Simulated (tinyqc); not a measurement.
Zigzag graphene nanoribbon in tight binding: sweeps and comparisons. A value that a table varies takes the place of the one given here.

A zigzag ribbon of N chains, sites A1, B1, A2, ..., BN across it. For each k it is a chain with bonds -2t cos(k/2) (A_n to B_n) and -t (B_n to A_(n+1)), and +D, -D on A and B. A1 and BN are the edge sites; the Dirac points project to k = 2 pi/3.

Values chosen for the exercise (near those used for graphene; shifted at random, so the results belong to these values and not to a real crystal):

| symbol | value | unit | meaning |
|---|---|---|---|
| t | 2.66 | eV | hopping |
| D | 0 | eV | sublattice potential, +D on A and -D on B |
| Nw | 10 |  | chains, N of this table |
| k | 1.72 |  | k times the period sqrt3 acc |
| N | 4 |  | zigzag chains |

## The flat edge band

A ribbon of N = Nw chains: lowest positive level, next level, and weight on the two edge sites per state of the middle pair, along k.

Along k:

| k/pi | 2 cos(k/2) | lowest level (eV) | next (eV) | edge weight |
|---|---|---|---|---|
| 0.50 | 1.4142 | 1.33829 | 1.9260 | 0.072 |
| 0.60 | 1.1756 | 0.76735 | 1.4463 | 0.114 |
| 0.65 | 1.0450 | 0.48546 | 1.2397 | 0.164 |
| 0.70 | 0.9080 | 0.24013 | 1.1041 | 0.261 |
| 0.75 | 0.7654 | 0.07735 | 1.1018 | 0.426 |
| 0.80 | 0.6180 | 0.01337 | 1.2646 | 0.618 |
| 0.85 | 0.4669 | 0.00102 | 1.5467 | 0.782 |
| 0.90 | 0.3129 | 0.00002 | 1.8914 | 0.902 |
| 0.95 | 0.1569 | 0.00000 | 2.2676 | 0.975 |
| 1.00 | 0.0000 | 0.00000 | 2.6600 | 1.000 |

Beyond k = 2 pi/3 the lowest level sinks towards zero: it is within 1 meV of that from k/pi = 0.90 on. The edge weight grows from 0.26 at 0.70 to 1 at pi, where the chain breaks into dimers and the next level is sqrt(t^2 + D^2) = 2.6600 eV. So flat a band is sensitive to interactions, which this model leaves out; they matter once they exceed the splitting of the middle pair (2D, or for D = 0 only the small overlap of the two edges).

## Lowest level against width

D = 0; lowest positive level at the given k, and the estimate t x^N (1 - x^2), x = 2 cos(k/2) (a dash if x >= 1).

Level (eV):

| N | matrix | estimate |
|---|---|---|
| 2 | 2.387 | - |
| 3 | 1.891 | - |
| 4 | 1.612 | - |
| 5 | 1.436 | - |
| 6 | 1.315 | - |
| 8 | 1.162 | - |
| 10 | 1.071 | - |
| 14 | 0.9712 | - |

With x = 1.3049 > 1 there is no edge state: the level tends to the bulk band edge t (x - 1) = 0.8110 eV from above.

## What each parameter does

The two lowest positive levels at k and the weight on the two edge sites per state of the middle pair. Each row changes one parameter from the base and keeps the others.

Results:

| case | lowest (eV) | next (eV) | edge weight |
|---|---|---|---|
| base | 1.6124 | 3.2650 | 0.3385 |
| t = 2.793 eV | 1.6930 | 3.4282 | 0.3385 |
| N = 5 | 1.4356 | 2.7783 | 0.2549 |
| D = 0.1 eV | 1.6155 | 3.2665 | 0.3385 |
| k = 1.62 | 1.7893 | 3.4263 | 0.3233 |

The largest shifts from the base row, up to three for each result and ties (the steps differ in size, so this ranks the rows, not the parameters). lowest (eV): k +0.1770, N -0.1768, t +0.0806. next (eV): N -0.4867, t +0.1632, k +0.1613. edge weight: N -0.0836, k -0.0152; unchanged at the printed digits by t and D.

tinyqc: `OMP_NUM_THREADS=1 python tinyqc.py 1482453 1482454 out.jsonl`; about 0.01 s, one thread, shared Intel(R) Xeon(R) Processor @ 2.30GHz.
